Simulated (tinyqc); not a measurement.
Interdiffusion of a quantum well during annealing: blurred potential and shift of the confined levels. Changing the well width w. Computed by tinyqc, a small Python program. Command: `OMP_NUM_THREADS=1 python tinyqc.py 3024642 3024643 out.jsonl qwi sweep`. One thread of a shared host (Intel(R) Xeon(R) Processor @ 2.30GHz), about 0.09 s of CPU time with the checks.

A square well of width w is blurred by Fick diffusion with a constant coefficient; band offsets are linear in composition, masses are uniform, and strain and excitons are ignored.

Inputs (values chosen for the exercise, modelled on GaAs in AlGaAs):
```
quantity               value    unit
electron mass m_e      0.065     m_0
hole mass m_h          0.369     m_0
conduction offset V_c   0.18      eV
valence offset V_v      0.12      eV
prefactor D0             1.7  cm^2/s
activation energy E     3.88      eV
anneal temperature T     890       C
anneal time t             62       s
```

Constants: k_B = 8.617333262e-05 eV/K; hbar^2/(2 m_0) = 3.80998212 eV angstrom^2.

Method:
- D = D0 exp(-E/(k_B T)); L = sqrt(D t); share of well material at the centre erf(w/(4L)); 1 nm = 1e-7 cm.
- Temperatures in kelvin are T(C) + 273.15.
- With L = sqrt(D t) and the share at the centre erf(w/(4L)). After the anneal: V(z) = V {1 - (1/2)[erf((w/2 - z)/(2L)) + erf((w/2 + z)/(2L))]}, energies counted from the original well bottom. Finite differences on 3000 points over |z| < w/2 + 6L + 25 nm; shifts are taken against the same grid with cell-averaged square steps.
- Rise of the bottom = V (1 - share at the centre). Overlap = |<electron|hole>|^2.

One run for each value; columns: (1) well width w (nm); (2) blue shift of the transition (meV); (3) shift of the electron level (meV); (4) shift of the hole level (meV); (5) share at the centre:
```
(1)      (2)    (3)    (4)    (5)
1.5   10.618  2.421  8.197  0.811
3.3   10.604  4.440  6.164  0.996
5.1    6.640  3.540  3.099  1.000
6.9    4.109  2.449  1.660  1.000
8.8    2.590  1.645  0.945  1.000
11.0   1.616  1.072  0.545  1.000
12.0   1.331  0.895  0.436  1.000
14.0   0.931  0.639  0.292  1.000
16.0   0.674  0.470  0.204  1.000
```

Over the rows, blue shift of the transition (meV) falls from 10.6 to 0.674 (exponent d ln y / d ln x -0.0017 between the first rows and -2.4 between the last); shift of the electron level (meV) goes from 2.42 through a maximum among these rows, 4.44 at 3.30, to 0.470; shift of the hole level (meV) falls from 8.20 to 0.204 (exponent d ln y / d ln x -0.36 between the first rows and -2.7 between the last). A wide well keeps its centre and its states away from the edges.

Extremes, crossings and ranges named in words are read from the listed rows.
